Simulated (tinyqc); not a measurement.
# Specific resistance of a metal-semiconductor contact and its transmission-line measurement, step by step

A worked calculation. Computed by tinyqc, a small Python program that keeps every step. Command: `OMP_NUM_THREADS=1 python tinyqc.py 3008885 3008886 out.jsonl contact walk`. One thread of a shared host (Intel(R) Xeon(R) Processor @ 2.30GHz), about 0.01 s of CPU time with the checks. Intermediate numbers are printed to about 5 digits and carried at full precision; extremes and crossings named in words are read from the listed rows.

The barrier is parabolic (depletion approximation), energies E are normal energies counted from the band edge in the neutral semiconductor (downwards for holes), and the bias is zero. xi is an input, held fixed when other inputs move.

Inputs (values chosen for the exercise, modelled on n-type In0.53Ga0.47As):

| quantity | value | unit |
|---|---|---|
| tunnelling mass m | 0.039 | m_0 |
| permittivity eps | 13.9 | - |
| Richardson constant A* | 5.02 | A/(cm^2 K^2) |
| barrier height phi_B | 0.15 | eV |
| doping N | 2.4e+18 | 1/cm^3 |
| Fermi level above the band edge in the bulk, xi | 0.1 | eV |
| temperature T | 300 | K |
| sheet resistance R_sh | 80 | ohm |
| contact length d | 2 | micrometre |
| contact width W | 4.8 | micrometre |

Image-force lowering: included.

Constants: hbar = 1.054571817e-34 J s; eps_0 = 8.8541878128e-12 F/m; m_0 = 9.1093837015e-31 kg; k_B = 8.617333262e-05 eV/K; e = 1.602176634e-19 C.

## Tunnelling energy and barrier

E_00 = (e hbar/2) sqrt(N/(eps eps_0 m)); band bending E_b = phi_B + xi; depletion width w = sqrt(2 eps eps_0 E_b/(e^2 N)). Image lowering d_phi = (e^3 N E_b/(8 pi^2 (eps eps_0)^3))^(1/4) (E_b in volts), and E_b - d_phi replaces E_b everywhere except in w.

E_00 = 39.065 meV

E_00/k_B T = 1.5111

depletion width = 12.650 nm

barrier used, above the bulk band edge = 0.18601 eV

By the usual rule this is thermionic-field emission (0.5 to 5 k_B T).

## Transmission and supply

WKB transmission for E < E_b, with a = E/E_b: D = exp{-(E_b/E_00) [sqrt(1 - a) - a ln((1 + sqrt(1 - a))/sqrt(a))]}; D = 1 above. f = 1/(1 + exp((E - xi)/k_B T)).

E, D, f and D f at E/E_b = 0.05, 0.15, 0.3, 0.45, 0.6, 0.75, 0.9, 0.98:

| E/E_b | E (eV) | D | f | D f |
|---|---|---|---|---|
| 0.05 | 0.00930 | 0.01621 | 0.97093 | 0.01573 |
| 0.15 | 0.02790 | 0.03894 | 0.94207 | 0.03668 |
| 0.30 | 0.05580 | 0.10483 | 0.84678 | 0.08877 |
| 0.45 | 0.08371 | 0.22606 | 0.65256 | 0.14751 |
| 0.60 | 0.11161 | 0.41411 | 0.38960 | 0.16134 |
| 0.75 | 0.13951 | 0.65763 | 0.17825 | 0.11722 |
| 0.90 | 0.16741 | 0.90260 | 0.06865 | 0.06197 |
| 0.98 | 0.18229 | 0.99103 | 0.03980 | 0.03945 |

Among these points D f is largest at E/E_b = 0.6; for a non-degenerate tail the peak lies at E/E_b = 1/cosh^2(E_00/k_B T) = 0.177, but it cannot fall far below the Fermi level.

## Specific contact resistance

At zero bias 1/rho_c = (e A*/k_B^2) int D(E) f(E) dE, f = 1/(1 + exp((E - xi)/k_B T)); 200 Gauss-Legendre points from 0 to E_b, and k_B T ln(1 + exp((xi - E_b)/k_B T)) for the part above the barrier; the share of tunnelling is the part below.

specific contact resistance rho_c = 8.0726e-08 ohm cm^2

share of tunnelling = 95.024 %

rho_c by thermionic emission alone = 1.6224e-06 ohm cm^2

Tunnelling lowers rho_c by a factor 20.1. The field-emission exponent (E_b - xi)/E_00 is 2.2, the thermionic one (E_b - xi)/k_B T is 3.3.

## Current crowding

Transmission-line model: transfer length L_T = sqrt(rho_c/R_sh); R_c = (R_sh L_T/W) coth(d/L_T). Limits: rho_c/(W d) for d << L_T, sqrt(rho_c R_sh)/W for d >> L_T.

transfer length L_T = 0.31766 micrometre

d/L_T = 6.2960

contact resistance R_c = 5.2944 ohm

R_c W = 25.413 ohm micrometre

short-contact limit = 0.84090 ohm

long-contact limit = 5.2943 ohm

The contact is long: current crowds at the front edge, and more length does not help.

## A transmission-line measurement read back

Transmission-line model: transfer length L_T = sqrt(rho_c/R_sh); R_c = (R_sh L_T/W) coth(d/L_T). Two contacts a gap s apart give R = 2 R_c + R_sh s/W. A straight-line fit gives R_sh from the slope and R_c from the intercept; the simple reading takes L_x = R_c W/R_sh as the transfer length and rho_c = R_sh L_x^2.

Resistances:

| gap s (micrometre) | R (ohm) |
|---|---|
| 0.32 | 15.922 |
| 0.64 | 21.255 |
| 1.30 | 32.255 |
| 2.50 | 52.255 |
| 5.10 | 95.589 |

L_x = 0.31766 micrometre

rho_c by the simple reading = 8.0727e-08 ohm cm^2

simple reading over true value = 1.0000

The simple reading is right, since coth(d/L_T) is 1 for so long a contact.

Checks made by the program: closed WKB exponent against numerical integration over the parabolic barrier (relative difference below 1e-10).
